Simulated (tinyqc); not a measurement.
Order-disorder in a binary alloy on two sublattices: Bragg-Williams and pair (quasi-chemical) approximations. Changing the fraction x of B. Computed by tinyqc, a small Python program. Command: `OMP_NUM_THREADS=1 python tinyqc.py 3007333 3007334 out.jsonl order sweep`. One thread of a shared host (Intel(R) Xeon(R) Processor @ 2.30GHz), about 0.01 s of CPU time with the checks.

All z = 8 neighbours of a site lie on the other sublattice. B fills the sublattices with x + eta/2 and x - eta/2; energies are per site, from the pure components: u = -z w y with y the probability of an A-B bond taken in one order.

Inputs (values chosen for the exercise, for a model alloy): ordering energy w = (e_AA + e_BB)/2 - e_AB = 31.8 meV; temperature T = 1110 K.

Lattice: bcc (B2 order, z = 8). Method: Newton steps.

scattering factors f_A, f_B (electrons): [14, 77]

Constants: k_B = 8.617333262e-05 eV/K.

Method:
- Bragg-Williams: k_B T_c = 2 z w x (1 - x). Pair approximation at x = 1/2: k_B T_c = w/ln(z/(z - 2)).
- Bragg-Williams: u = -z w [x (1 - x) + eta^2/4]; minimising f gives ln[a (1 - b)/(b (1 - a))] = 2 z w eta/(k_B T) =: ln Q, a = x + eta/2, b = x - eta/2. For given Q this is a quadratic for eta, (Q - 1) eta^2/4 - (Q + 1) eta/2 + (Q - 1) x (1 - x) = 0, smaller root: the map eta -> phi(eta).
- Newton steps on phi(eta) - eta, with the slope by central differences of 1e-6; start at 0.999 times 2x; stop when |phi - eta| < 1e-10.
- a = x + eta/2, b = x - eta/2; u = -z w [x (1 - x) + eta^2/4]; s/k_B = [s2(a) + s2(b)]/2, s2(c) = -c ln c - (1 - c) ln(1 - c); gain on ordering = f(eta) - f(0), f = u - T s. Superlattice over fundamental intensity = [eta (f_B - f_A)/2]^2/[(1 - x) f_A + x f_B]^2.
- Quasi-chemical disordered state, with T here the Bragg-Williams T_c and not the input T: y^2/[(1 - x - y)(x - y)] = exp(2 w/(k_B T)) =: E, so y = 2 x (1 - x)/(1 + r), r = sqrt(1 - 4 x (1 - x)(1 - 1/E)); Warren-Cowley alpha = 1 - y/(x (1 - x)); u = -z w y.

One run for each value; columns: (1) fraction x of B; (2) order parameter eta; (3) T_c, Bragg-Williams (K); (4) B fraction on its own sublattice; (5) B fraction on the A sublattice; (6) alpha of the disordered state at the Bragg-Williams T_c:
```
(1)       (2)     (3)      (4)      (5)       (6)
0.26  0.15286  1136.0  0.33643  0.18357  -0.11410
0.30  0.36178  1239.9  0.48089  0.11911  -0.11767
0.34  0.49347  1324.9  0.58674  0.09326  -0.12028
0.38  0.59878  1391.1  0.67939  0.08061  -0.12215
0.42  0.68510  1438.3  0.76255  0.07745  -0.12340
0.46  0.74823  1466.6  0.83412  0.08588  -0.12412
0.50  0.77318  1476.1  0.88659  0.11341  -0.12435
```

What does the table show?

Over the rows, order parameter eta rises from 0.153 to 0.773 (exponent d ln y / d ln x 6.0 between the first rows and 0.39 between the last); T_c, Bragg-Williams (K) rises from 1140 to 1480 (exponent d ln y / d ln x 0.61 between the first rows and 0.077 between the last); B fraction on its own sublattice rises from 0.336 to 0.887 (exponent d ln y / d ln x 2.5 between the first rows and 0.73 between the last).  Left out: 0.220 (T is above the Bragg-Williams T_c).

Caution (all rows): T is near or above the T_c of the better pair approximation, so the true long-range order is lower than Bragg-Williams gives.
